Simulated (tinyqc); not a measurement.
From a target to a composition: alloy A(1-x)B(x) by interpolation with bowing. Two cases, with inputs chosen for the exercise.

Problem. An alloy A(1-x)B(x) has the gap E(x) = (1 - x) E_A + x E_B - C1 x (1 - x) at Gamma, C1 the first entry of C. Which x puts hc/E at the given wavelength, and what is the mismatch (a_sub - a(x))/a(x) to a substrate of A, with Vegard for a(x)?

Constants: hc = 1239.841984 eV nm.

Find: target gap; x; mismatch.

Method. Solve C1 x^2 + (E_B - E_A - C1) x + E_A - hc/wavelength = 0; the gap is monotonic in x because |E_B - E_A| > C1, so one root lies between 0 and 1. Whether Gamma is the lowest valley there, and whether such a mismatch can be grown coherently, are separate questions.

Case 1.

Values chosen (out of a larger set: A near GaAs, B near GaP; not measured data):
- a = (5.646, 5.452) angstrom (lattice constant of A, B)
- Eg = (1.507, 2.852) eV (gap at Gamma to the s-like level of A, B)
- C = (0.215, 0.28, 0.171) eV (bowing of the Gamma, X and L gaps)

wavelength = 449.353 nm

Solution.

target gap = 2.7592 eV
x = 0.940
mismatch = 3.338 %

Case 2.

Values chosen (out of a larger set: A near Si, B near Ge; not measured data):
- a = (5.428, 5.653) angstrom (lattice constant of A, B)
- Eg = (4.221, 0.895) eV (gap at Gamma to the s-like level of A, B)
- C = (0.274, 0.181, 0) eV (bowing of the Gamma, X and L gaps)

wavelength = 356.575 nm

Solution.

target gap = 3.4771 eV
x = 0.210
mismatch = -0.863 %

Computed by tinyqc, one run a case: `OMP_NUM_THREADS=1 python tinyqc.py N N+1 out.jsonl` with N = 1050002, 1050008; one thread of a shared Intel(R) Xeon(R) Processor @ 2.30GHz, about 0.01 s a run at most.
